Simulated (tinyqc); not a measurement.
IGBT as a p-i-n diode in series with a MOS channel, on-state and switching loss: effect of the high-injection lifetime.

High injection (n = p) in a drift layer from x = -W/2 (anode) to +W/2 (cathode side), recombination only in the layer with lifetime tau, ideal emitters. The channel feeds the cathode side and carries the whole current. Auger recombination, carrier-carrier scattering, emitter losses and the carrier dip under the p body are left out.

b = mn/mp, B = (b - 1)/(b + 1), La = sqrt(2 Vt mn mp tau/(mn + mp)), y = W/(2 La). n(x) = (tau J/(2 q La))[cosh(x/La)/sinh y - B sinh(x/La)/cosh y]. Vm = Vt [(8 b/(b + 1)^2)(sinh y/s) arctan(s sinh y) + B ln((1 + B tanh^2 y)/(1 - B tanh^2 y))], s = sqrt(1 - B^2 tanh^2 y); Vj = Vt ln(n(-W/2) n(W/2)/ni^2), ni = sqrt(Nc Nv) exp(-Eg/(2 Vt)), Eg in volts; Vc = J Rch; Von = Vm + Vj + Vc. Stored charge tau J, turn-off energy Eoff = ks tau J Vdc, loss at half duty 0.5 J Von + f Eoff. A unipolar device on the same layer has Vu = J (W/(q mn Nd) + Rch).

Inputs (values chosen for the exercise); material values close to those of silicon:
```
symbol,value,unit,meaning
T,300,K,temperature
Eg,1.11,eV,band gap
Nc,2.75e19,cm^-3,conduction-band density of states at T
Nv,2.7e19,cm^-3,valence-band density of states at T
mn,1400,cm^2/(V s),electron mobility
mp,480,cm^2/(V s),hole mobility
W,70,um,width of the drift layer
Nd,1.2e14,cm^-3,doping of the drift layer
J,150,A/cm^2,current density
Rch,3.8,mohm cm^2,channel and accumulation resistance
Vdc,400,V,link voltage
ks,0.06,,turn-off energy per stored charge and link voltage
f,5,kHz,switching frequency
```

Constants: q = 1.602176634e-19 C, kB = 1.380649e-23 J/K, Vt = kB T/q. Results are converted to the units shown.

The same in every row: Vu (V) = 39.58.

Effect of the high-injection lifetime:

| tau (us) | y | Von (V) | Eoff (mJ/cm^2) | total loss (W/cm^2) |
|---|---|---|---|---|
| 0.046 | 3.796 | 2.845 | 0.1656 | 214.2 |
| 0.074 | 2.993 | 1.986 | 0.2664 | 150.3 |
| 0.12 | 2.350 | 1.663 | 0.4320 | 126.9 |
| 0.2 | 1.820 | 1.524 | 0.7200 | 117.9 |
| 0.32 | 1.439 | 1.469 | 1.152 | 116.0 |
| 0.53 | 1.118 | 1.447 | 1.908 | 118.1 |
| 0.86 | 0.8779 | 1.445 | 3.096 | 123.8 |
| 1.4 | 0.6881 | 1.452 | 5.040 | 134.1 |

As tau goes from 0.046 to 1.4 us, Von goes from 2.85 through a minimum of 1.44 (at tau = 0.86 us among the rows listed) to 1.45 V, Eoff rises from 0.166 to 5.04 mJ/cm^2 and the total loss goes from 214 through a minimum of 116 (at tau = 0.32 us among the rows listed) to 134 W/cm^2. Von is below Vu in 8 of the 8 rows. A short lifetime starves the middle of the layer, a long one stores charge, hence the minimum of the loss. At tau = 1.4 us the density at the anode passes 2e17 cm^-3, where Auger recombination and emitter losses matter.

tinyqc, about 0.01 s, one thread, Intel Xeon 2.30GHz (shared host): `OMP_NUM_THREADS=1 python tinyqc.py 2590127 2590128 out.jsonl`
